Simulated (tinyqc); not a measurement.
Rutherford backscattering from a thin compound film on silicon: kinematics, yields, composition and thickness: one step, computed by the program tinyqc. Command: `OMP_NUM_THREADS=1 python tinyqc.py 3025360 3025361 out.jsonl rbs walk`. One thread of a shared host (Intel(R) Xeon(R) Processor @ 2.30GHz), about 0.01 s of CPU time with the checks.

Singly charged helium ions (Z1 = 2, M1 = 4.0026 u) enter at the tilt angle a1 to the normal and leave at a2 = |180 - theta - tilt| in the same plane. The film is A B_x.

Problem. Peak widths (surface approximation). Stopping per atom eps(E) = eps(2 MeV) (E/2 MeV)^(-0.4) (a law chosen for the exercise); Bragg rule eps_film = (eps_A + x eps_B)/(1 + x); areal density N d, with 1/nm^2 = 0.1 x 1e15/cm^2. Width of the signal of element i: [K_i eps(E0)/cos a1 + eps(K_i E0)/cos a2] N d; depth resolution = resolution x d/width of A; energy lost on the way in = eps(E0) N d/cos a1.

Inputs (values chosen for the exercise, modelled on a helium beam on NiSi): beam energy E0 = 1.7 MeV; scattering angle theta = 160 degrees; tilt of the sample = 7 degrees; heavy element: stopping eps_A at 2 MeV = 71.5 1e-15 eV cm^2; light element: mass M_B = 28.09 u; light element: stopping eps_B at 2 MeV = 50.8 1e-15 eV cm^2; atoms of B per atom of A, x = 1.05; atomic density of the film = 81.9 1/nm^3; film thickness d = 110 nm; detector resolution (FWHM) = 15 keV.

kinematic factors: A 0.7672459, B 0.5731108, Si 0.5731108

Give: areal density N d; film stopping at E0; widths; depth resolution; energy lost on the way in.

Solution.

areal density N d = 900.9 1e15 atoms/cm^2

film stopping at E0 = 64.99 1e-15 eV cm^2

widths (keV): A 112.1, B 108.9

depth resolution = 14.72 nm

energy lost on the way in = 58.99 keV

The signal of A spans 7.5 resolution widths, so its width measures the thickness. Caution: the silicon signal of the film merges with that of the substrate, so only the width of A can be read directly.
